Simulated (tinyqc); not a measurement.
## Reduced doping and fringe capacitance from two biases

Question. C = eps0 eps_r hr/W + Cf with W = sqrt(2 eps0 eps_r (Vb + V)/(q Nr)), 1/Nr = 1/Na + 1/Nd. Find Cf, W at zero bias and Nr.

Inputs (values chosen for the exercise); values close to those of silicon near 1550 nm:
```
symbol,value,unit,meaning
eps_r,11.7,,relative permittivity of the semiconductor
Vb,0.87,V,built-in voltage
hr,310,nm,rib height
```

Constants: q = 1.602176634e-19 C, eps0 = 8.8541878128e-14 F/cm where lengths are in cm. Results are converted to the units shown.

C at V = 0 and 3 V (pF/m): [380.73325, 194.71814]

Answer. C is linear in (Vb + V)^(-1/2); the intercept is Cf.

Cf = 27.00 pF/m
W(0) = 90.79 nm
Nr = 1.365e17 cm^-3

Computed by the program tinyqc: `OMP_NUM_THREADS=1 python tinyqc.py 2650020 2650021 out.jsonl`, one thread of a shared Intel Xeon 2.30GHz, about 0.01 s for the whole run.
